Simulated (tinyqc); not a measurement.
Depolarisation shift: optical transitions of a finite quantum well.

Each carrier sees a square well of width L with its own depth V and masses m (inside), mb (outside); c = hbar^2/2m0, k = sqrt(m E/c), kappa = sqrt(mb (V - E)/c), and level n solves k L + 2 atan[(k/m)/(kappa/mb)] = n pi. The envelope is cos(kz) for odd n and sin(kz) for even n inside, joins exp(-kappa (|z| - L/2)) outside, and is normalised to 1. Excitons and band mixing are left out.

Constants: hbar^2/2m0 = 3.80998211 eV angstrom^2; e^2/(4 pi eps0) = 14.39964547 eV angstrom.

Values chosen for the exercise (near those of an InGaAs well in InP; not measured data): L = 189 angstrom (well width); Vc = 0.253 eV (conduction offset); me = 0.04 m0 (electron, well); meb = 0.0818 m0 (electron, barrier); eps = 11 (background dielectric constant); Nss = (0.039, 0.098, 0.2, 0.39, 0.58, 0.78, 1.2) x 1e12/cm^2 (sheet densities).

The collective line lies at E12 sqrt(1 + a), a = 8 pi q (n1 - n2) S/(eps E12), q = e^2/(4 pi eps0), S = integral over z of (integral up to z of psi_1 psi_2)^2. Zero temperature with the mass me in both subbands: n1 - n2 = Ns until Ns reaches D E12, D = me/(2 pi c), and D E12 beyond. 1e12/cm^2 = 1e-4/angstrom^2; exchange and the static band bending by the charge are left out.

Line position:
```
Ns (1e12/cm^2)  n1 - n2       a  line (meV)  shift (meV)
0.039             0.039  0.0364       48.98         0.87
0.098             0.098  0.0914       50.27         2.15
0.20              0.200  0.1866       52.41         4.30
0.39              0.390  0.3639       56.19         8.08
0.58              0.580  0.5412       59.73        11.62
0.78              0.780  0.7278       63.24        15.13
1.2               0.804  0.7502       63.65        15.54
```

S = 13.646 angstrom
E12 = 48.11 meV

What does the comparison show?

The upward shift grows from 0.87 to 15.54 meV, 32.3 % of E12 at most. It stops moving once e2 starts to fill, at Ns = 0.80 e12/cm^2. For small a the shift is a E12/2, linear in Ns; in the last row that rule gives 18.05 meV. S/L = 0.0722, against 5/(9 pi^2) = 0.0563 for hard walls.

Program tinyqc; command `OMP_NUM_THREADS=1 python tinyqc.py 1250686 1250687 out.jsonl`; about 0.05 s on one thread of a shared Intel(R) Xeon(R) Processor @ 2.30GHz.
